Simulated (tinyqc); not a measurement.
Round or elliptic silicon nanowire with anisotropic valleys (Ritz method): one step. Stretching the ellipse. Three cases, with inputs chosen for the exercise.

Problem. Scaling y by 1/sqrt(w_y) and z by 1/sqrt(w_z) makes the mass 1 and the semi-axes A = a/sqrt(w_y), B = b/sqrt(w_z). List them with the one-function estimate 3c (1/A^2 + 1/B^2) and the slender limit c (pi/2s)^2 (1 + 2s/(pi l)), s and l the smaller and larger of A, B; c = hbar^2/2m0.

Wire along x = [110] on a (001) wafer, y = [-110], z = [001]. Valley groups (w = inverse masses): A, two valleys along z: w_y = 1/mt, w_z = 1/ml, m_x = mt; B, four valleys in the wafer plane: w_y = (1/ml + 1/mt)/2, w_z = 1/mt, m_x = (ml + mt)/2.

Constants: hbar^2/2m0 = 3.80998211 eV angstrom^2.

Case 1.

Values chosen (near those of a Si nanowire; not measured data): ml = 0.905 m0 (longitudinal mass); mt = 0.189 m0 (transverse mass); a = 30 angstrom (semi-axis along y); b = 30 angstrom (semi-axis along z).

Case 2.

Values chosen (near those of a Si nanowire; not measured data): ml = 0.931 m0 (longitudinal mass); mt = 0.193 m0 (transverse mass); a = 44 angstrom (semi-axis along y); b = 44 angstrom (semi-axis along z).

Case 3.

Values chosen (near those of a Si nanowire; not measured data): ml = 0.903 m0 (longitudinal mass); mt = 0.19 m0 (transverse mass); a = 44 angstrom (semi-axis along y); b = 44 angstrom (semi-axis along z).

Give: Groups.

Solution.

Case 1.

Groups:
```
group  g      A      B  axis ratio  one function (eV)  slender limit (eV)
A      2  13.04  28.54       2.188             0.0812              0.0713
B      4  16.78  13.04       1.286             0.1078              0.0826
```

Case 2.

Groups:
```
group  g      A      B  axis ratio  one function (eV)  slender limit (eV)
A      2  19.33  42.45       2.196             0.0369              0.0325
B      4  24.88  19.33       1.287             0.0491              0.0376
```

Case 3.

Groups:
```
group  g      A      B  axis ratio  one function (eV)  slender limit (eV)
A      2  19.18  41.81       2.180             0.0376              0.0330
B      4  24.65  19.18       1.285             0.0499              0.0382
```

The one-function value suits axis ratios near 1 and the slender limit ratios well above 2.

Computed by tinyqc, one run a case: `OMP_NUM_THREADS=1 python tinyqc.py N N+1 out.jsonl` with N = 1281877, 1282145, 1282166; one thread of a shared Intel(R) Xeon(R) Processor @ 2.30GHz, about 0.07 s a run at most.
